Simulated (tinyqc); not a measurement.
# Global model of a low-pressure process discharge: electron temperature, density, ion flux and ion energy, step by step

A worked calculation. Computed by tinyqc, a small Python program that keeps every step. Command: `OMP_NUM_THREADS=1 python tinyqc.py 3114377 3114378 out.jsonl plasma walk`. One thread of a shared host (Intel(R) Xeon(R) Processor @ 2.30GHz), about 0.01 s of CPU time with the checks. Intermediate numbers are printed to about 6 digits and carried at full precision; extremes and crossings named in words are read from the listed rows.

Maxwellian electrons with temperature T_e in eV, one positive ion, no negative ions, uniform bulk density n; rate constants have the Arrhenius form.

Inputs (values chosen for the exercise, of the order of those of an inductive discharge in a simple atomic gas):

| quantity | value | unit |
|---|---|---|
| ion mass M | 40 | u |
| ionisation prefactor K0 | 2.5e-14 | m^3/s |
| ionisation energy E_iz | 14.8 | eV |
| excitation prefactor X0 | 6.3e-15 | m^3/s |
| excitation energy E_ex | 10.9 | eV |
| elastic rate constant K_el | 7.5e-14 | m^3/s |
| ion-neutral cross section | 8.2e-19 | m^2 |
| pressure p | 1.9 | Pa |
| gas temperature T_g | 300 | K |
| radius R | 15 | cm |
| height L | 6.6 | cm |
| absorbed power P | 210 | W |
| bias power P_b | 120 | W |
| radius of the biased electrode | 5 | cm |
| bias frequency | 60 | MHz |
| mixing | 0.4 | - |

Constants: k_B = 1.380649e-23 J/K; e = 1.602176634e-19 C; u = 1.6605390666e-27 kg; m_0 = 9.1093837015e-31 kg; eps_0 = 8.8541878128e-12 F/m.

## Geometry factors

n_g = p/(k_B T_g); lambda_i = 1/(n_g sigma); h_L = 0.86/sqrt(3 + L/(2 lambda_i)), h_R = 0.8/sqrt(4 + R/lambda_i); A_eff = 2 pi R^2 h_L + 2 pi R L h_R; d_eff = pi R^2 L/A_eff.

gas density n_g = 4.58721e+20 1/m^3

ion mean free path = 0.265850 cm

h_L = 0.219056

h_R = 0.102918

A_eff = 373.701 cm^2

d_eff = 12.4839 cm

## A fixed-point cycle for T_e

Particle balance: K0 exp(-E_iz/T_e) n_g d_eff = u_B, u_B = sqrt(e T_e/M). Cycle: T_out = T sqrt(loss/creation) with loss/creation = u_B/(K0 exp(-E_iz/T) n_g d_eff); T -> T + mixing (T_out - T), kept between 0.3 and 60 eV, from 3 eV; stop at |T_out - T| < 1e-9 eV or after 60 steps.

Course:

| step | T (eV) | T_out (eV) | residual (eV) |
|---|---|---|---|
| 0 | 3.00000 | 1.53229 | -1.46771e+00 |
| 1 | 2.41292 | 2.12698 | -2.85932e-01 |
| 2 | 2.29854 | 2.33172 | 3.31768e-02 |
| 3 | 2.31181 | 2.30556 | -6.25861e-03 |
| 4 | 2.30931 | 2.31044 | 1.12784e-03 |
| 5 | 2.30976 | 2.30956 | -2.05040e-04 |
| 6 | 2.30968 | 2.30972 | 3.72171e-05 |
| 7 | 2.30969 | 2.30969 | -6.75727e-06 |
| 8 | 2.30969 | 2.30969 | 1.22681e-06 |
| 9 | 2.30969 | 2.30969 | -2.22735e-07 |
| 10 | 2.30969 | 2.30969 | 4.04389e-08 |
| 11 | 2.30969 | 2.30969 | -7.34191e-09 |
| 12 | 2.30969 | 2.30969 | 1.33297e-09 |
| 13 | 2.30969 | 2.30969 | -2.42008e-10 |

last residual = 2.42008e-10 eV

Converged in 14 steps.

## Electron temperature

Root found by bracketing.

T_e = 2.30969 eV

Bohm velocity u_B = 2360.36 m/s

K_iz = 4.12171e-17 m^3/s

## Energy per pair and density

E_c = E_iz + (X0 exp(-E_ex/T_e) E_ex + K_el (3 m_0/M) T_e)/K_iz; wall potential V_s = (T_e/2) ln(M/(2 pi m_0)); E_T = E_c + 2 T_e + T_e/2 + V_s; n = P/(e u_B A_eff E_T); ion current density J = e h_L n u_B; ionised share n/n_g.

collisional loss per pair E_c = 29.8374 eV

wall potential V_s = 10.8084 V

E_T = 46.4200 eV

plasma density n = 3.20111e+11 1/cm^3

ion current density J = 2.65182 mA/cm^2

ionised share = 6.97834e-04

Collisions take 64 % of the power and the walls the rest. T_e came from the particle balance alone; the power sets only n.

## Biased electrode

All bias power goes to ions: V_b = P_b/(J pi r^2). Debye length at the sheath edge lambda_D = sqrt(eps_0 T_e/(e h_L n)); Child-law sheath s = (sqrt2/3) lambda_D (2 V/T_e)^(3/4), V = V_b + V_s; ion transit time tau_i = 3 s sqrt(M/(2 e V)); collisions in the sheath s/lambda_i.

bias voltage V_b = 576.165 V

lambda_D = 42.6647 micrometre

sheath width s = 2.15294 mm

ion transit time = 121.375 ns

transit time over bias period = 7.28250

s/lambda_i = 0.809834

Ions take many periods to cross and see the mean voltage: a narrow energy distribution. Many ions collide in the sheath, which lowers their energy and widens their angles.

## Pressure series at fixed power

n_g = p/(k_B T_g), lambda_i = 1/(n_g sigma), K_iz = K0 exp(-E_iz/T_e), h_L = 0.86/sqrt(3 + L/(2 lambda_i)), h_R = 0.8/sqrt(4 + R/lambda_i), A_eff = 2 pi R^2 h_L + 2 pi R L h_R and d_eff = pi R^2 L/A_eff follow p. E_c = E_iz + (X0 exp(-E_ex/T_e) E_ex + K_el (3 m_0/M) T_e)/K_iz; E_T = E_c + (5/2) T_e + (T_e/2) ln(M/(2 pi m_0)); n = P/(e u_B A_eff E_T); J = e h_L n u_B. Pressures without a root below 2 E_iz are left out.

Against pressure:

| p (Pa) | T_e (eV) | E_c (eV) | E_T (eV) | n (1/cm^3) | J (mA/cm^2) |
|---|---|---|---|---|---|
| 0.1 | 6.98600 | 19.6076 | 69.7642 | 5.55043e+10 | 1.64251 |
| 0.2 | 4.76458 | 21.0407 | 55.2484 | 9.40975e+10 | 2.11802 |
| 0.5 | 3.35430 | 23.6198 | 47.7023 | 1.60917e+11 | 2.51939 |
| 1.0 | 2.72347 | 26.3780 | 45.9314 | 2.32195e+11 | 2.65586 |
| 2.0 | 2.28167 | 30.1608 | 46.5422 | 3.28145e+11 | 2.64632 |
| 5.0 | 1.87169 | 37.4953 | 50.9333 | 4.96609e+11 | 2.43453 |
| 10.0 | 1.64586 | 45.8047 | 57.6213 | 6.49531e+11 | 2.15722 |
| 20.0 | 1.46837 | 58.2336 | 68.7759 | 8.06807e+11 | 1.80963 |

T_e falls from 6.99 to 1.47 eV, n changes by a factor 14.5 and J by 1.10; in J = P h_L/(A_eff E_T), E_T changes by a factor 0.99 and is least at 1 Pa, between wall losses at high T_e and excitation losses at low T_e.

Checks made by the program: cycle against bracketing (relative difference below 1e-10).
